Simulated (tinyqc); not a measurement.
Ground and coupling capacitance from two measurements.

Question. A line has Cg to the planes and Cc to each of two neighbours. Find Cg, Cc, the load when both neighbours switch in antiphase, and the pulse on the line when it floats and both neighbours swing by Vx.

Parameters, values chosen for the exercise: swing Vx = 1 V.

capacitance with neighbours driven alike and with neighbours grounded (aF/um): 110  262

Solution. Driven alike, Cc carries no charge, which leaves Cg; grounded neighbours give Cg + 2 Cc, antiphase Cg + 4 Cc; a floating line divides the swing as 2 Cc/(Cg + 2 Cc).

Cg = 110.0 aF/um
Cc = 76.00 aF/um
load in antiphase = 414.0 aF/um
pulse = 0.5802 V

tinyqc, about 0.6 s, one thread, Intel Xeon 2.30GHz (shared host): `OMP_NUM_THREADS=1 python tinyqc.py 2790142 2790143 out.jsonl`
